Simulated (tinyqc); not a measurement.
A square-lattice strip 2 sites wide in a magnetic flux, recursive Green functions: two steps of the calculation.

The device has N = 3 slices of 2 site(s), nearest-neighbour hopping -t, and site energies U; the leads are semi-infinite continuations with site energy 0 and no flux. The hopping from slice i to i + 1 inside the device carries the phase exp(2 pi i f j) on row j = 1, 2, ...: V = <i+1|H|i> = -t diag(exp(2 pi i f j)).

Inputs (values chosen for the exercise): hopping (matrix element -t) t = 1 eV; site energies, slice by slice (2 a slice) U = [-0.7, -0.07, -0.54, -0.61, 0.73, 0.52] eV; energy E = -0.88 eV.

Task 1. Slice 1. Forward pass: g_1 = (E - H_1 - Sigma)^(-1), g_i = (E - H_i - V g_(i-1) V^dagger)^(-1), with Sigma also subtracted on the last slice; G_(i,1) = g_i V G_(i-1,1), starting from g_1. H_i is the block of slice i: its site energies on the diagonal and -t between neighbouring rows.

Sigma (eV):
$$\begin{pmatrix}
-0.44000000-0.66968641i & 0.50000000-0.32851197i \\
0.50000000-0.32851197i & -0.44000000-0.66968641i
\end{pmatrix}$$

Wanted: g_1.

Result 1.

g_1 (1/eV):
$$\begin{pmatrix}
-0.02405-0.96106i & 0.75073+0.03871i \\
0.75073+0.03871i & -0.70714-0.56103i
\end{pmatrix}$$

Task 2. Transmission and its channels. T(E) = Tr[Gamma G_(N,1) Gamma G_(N,1)^dagger]. The non-zero eigenvalues T_n of the matrix under the trace are the channel transmissions; Fano factor sum T_n (1 - T_n)/sum T_n.

G_(3,1) (1/eV):
$$\begin{pmatrix}
-0.35814736-0.37165169i & 0.02816921+0.02571340i \\
-0.07626771+0.03368757i & -0.23258339+0.30808506i
\end{pmatrix}$$

Gamma (eV):
$$\begin{pmatrix}
1.3393728 & 0.6570239 \\
0.6570239 & 1.3393728
\end{pmatrix}$$

Find: T(E); T_n; Fano factor.

Result 2.

T(E) = 0.7756
T_n: [0.6609, 0.1147]
Fano factor = 0.4199

With 2 open mode(s) in the leads T(E) cannot exceed 2. Inverting the whole matrix gives the same value.

tinyqc, about 0.01 s, one thread, Intel Xeon 2.30GHz (shared host): `OMP_NUM_THREADS=1 python tinyqc.py 2660129 2660130 out.jsonl`
